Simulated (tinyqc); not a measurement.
Armchair graphene nanoribbon in tight binding: one step. The Hamiltonian at k. Two cases, with inputs chosen for the exercise.

Task: Fill in the matrix.

An armchair ribbon of N dimer lines, width (N - 1) sqrt3 acc/2, period 3 acc, one pz orbital a site. In line n, A_n binds to B_n with -t exp(ik/3), times (1 + d) in the two edge lines, and to B_(n-1) and B_(n+1) with -t exp(-ik/6); k runs from -pi to pi. For d = 0 the modes across the ribbon are sin(n p pi/(N + 1)), p = 1 to N, with E = -/+ t sqrt(1 + 4 c^2 + 4 c cos(k/2)), c = cos(p pi/(N + 1)).

Case 1.

Values chosen (near those used for graphene; shifted at random, so the results belong to these values and not to a real crystal): t = 2.67 eV (hopping); N = 3 (dimer lines); d = 0.12 (relative strengthening of the edge bonds); k = 2.35 (k times the period 3 acc).

Case 2.

Values chosen (near those used for graphene; shifted at random, so the results belong to these values and not to a real crystal): t = 2.71 eV (hopping); N = 4 (dimer lines); d = 0.12 (relative strengthening of the edge bonds); k = 0.78 (k times the period 3 acc).

Give: H(k).

Result:

Case 1.

H(k) (eV):
```
                 A1               A2               A3               B1               B2               B3
A1                0                0                0  -2.1189-2.1102i  -2.4678+1.0192i                0
A2                0                0                0  -2.4678+1.0192i  -1.8919-1.8841i  -2.4678+1.0192i
A3                0                0                0                0  -2.4678+1.0192i  -2.1189-2.1102i
B1  -2.1189+2.1102i  -2.4678-1.0192i                0                0                0                0
B2  -2.4678-1.0192i  -1.8919+1.8841i  -2.4678-1.0192i                0                0                0
B3                0  -2.4678-1.0192i  -2.1189+2.1102i                0                0                0
```

Case 2.

H(k) (eV):
```
                 A1               A2               A3               A4               B1               B2
A1                0                0                0                0  -2.9332-0.7803i  -2.6871+0.3513i
A2                0                0                0                0  -2.6871+0.3513i  -2.6189-0.6967i
A3                0                0                0                0                0  -2.6871+0.3513i
A4                0                0                0                0                0                0
B1  -2.9332+0.7803i  -2.6871-0.3513i                0                0                0                0
B2  -2.6871-0.3513i  -2.6189+0.6967i  -2.6871-0.3513i                0                0                0
B3                0  -2.6871-0.3513i  -2.6189+0.6967i  -2.6871-0.3513i                0                0
B4                0                0  -2.6871-0.3513i  -2.9332+0.7803i                0                0

                 B3               B4
A1                0                0
A2  -2.6871+0.3513i                0
A3  -2.6189-0.6967i  -2.6871+0.3513i
A4  -2.6871+0.3513i  -2.9332-0.7803i
B1                0                0
B2                0                0
B3                0                0
B4                0                0
```

Computed by tinyqc, one run a case: `OMP_NUM_THREADS=1 python tinyqc.py N N+1 out.jsonl` with N = 1481453, 1481469; one thread of a shared Intel(R) Xeon(R) Processor @ 2.30GHz, about 0.02 s a run at most.
